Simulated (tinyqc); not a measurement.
Do the excited 1s states matter for ionisation? Model: valley-orbit splitting of a donor ground state, with strain. Computed by tinyqc, a small Python program. Command: `OMP_NUM_THREADS=1 python tinyqc.py 3003653 3003654 out.jsonl valleyorbit walk`. One thread of a shared host (Intel(R) Xeon(R) Processor @ 2.30GHz), about 0.01 s of CPU time with the checks.

The basis is the 1s envelope in each valley; energies are counted from the unstrained conduction-band edge. The strain is e_s (a a^T - 1/3) for the unit stress axis a, so valley j along n_j moves by Xi_u e_s w_j with w_j = (n_j.a)^2 - 1/3: +1/6 for x and y, -1/3 for z. The splitting at the zone boundary that a [110] shear adds for <100> valleys is left out.

Inputs (values chosen for the exercise, modelled on donors in silicon):
```
quantity                                    value   unit
single-valley binding energy E_0             31.7    meV
central-cell shift Lambda                    4.01    meV
coupling Delta_1                              2.2    meV
coupling Delta_2                             1.55    meV
shear deformation potential Xi_u              8.3     eV
donor density N_D                         3.3e+17  cm^-3
density-of-states mass of one valley m_e     0.32    m_0
```

Valleys: six along <100>. Stress axis: [110].

Constants: k_B = 8.617333262e-05 eV/K; m_0 = 9.1093837015e-31 kg; k_B = 1.380649e-23 J/K; h = 6.62607015e-34 J s.

Method:
- By symmetry: E(A1) = E_0 + Lambda + 4 Delta_1 + Delta_2 (one state), E(T2) = E_0 + Lambda - Delta_2 (three), E(E) = E_0 + Lambda - 2 Delta_1 + Delta_2 (two), as binding energies.
- H_jj = -(E_0 + Lambda) + Xi_u e_s w_j; H_jk = -Delta_2 between opposite valleys and -Delta_1 between perpendicular ones.
- z = sum over levels of exp(-(E - E_ground)/k_B T), the ground-state share being 1/z; N_c = 2 (2 pi m_e k_B T/h^2)^(3/2) sum_j exp(-(shift_j - lowest shift)/k_B T); n1 = N_c/(2 z) exp(-binding/k_B T), binding = lowest shift - E_ground; without compensation n = 2 N_D/(1 + sqrt(1 + 4 N_D/n1)) (Boltzmann statistics; p and higher states left out).
- No strain here. The last two columns set z = 1, with the A1 depth, or use one level at E_0 with z equal to the number of valleys.

E(A1) = 46.06 meV

Ionised share:
```
T (K)       z  all 1s states  ground state alone  no splitting
27     1.0249     5.2425e-05          5.3074e-05    4.7415e-04
45     1.2059     3.7094e-03          4.0728e-03    1.0556e-02
67     1.5852     3.0243e-02          3.7926e-02    5.3267e-02
97     2.1348     1.1296e-01          1.6056e-01    1.5523e-01
130    2.6526     2.3579e-01          3.5327e-01    2.8738e-01
210    3.5187     5.1264e-01          7.2385e-01    5.5673e-01
360    4.3511     7.8306e-01          9.2972e-01    8.0232e-01
```

What does the comparison show, and why?

z grows from 1.025 to 4.35 of at most 6. Leaving out the excited states overstates the ionised share by up to 49.8 % (at 130 K); ignoring the splitting misses by a factor 9.04 at the lowest T and 1.02 at the highest.

Extremes, crossings and ranges named in words are read from the listed rows.
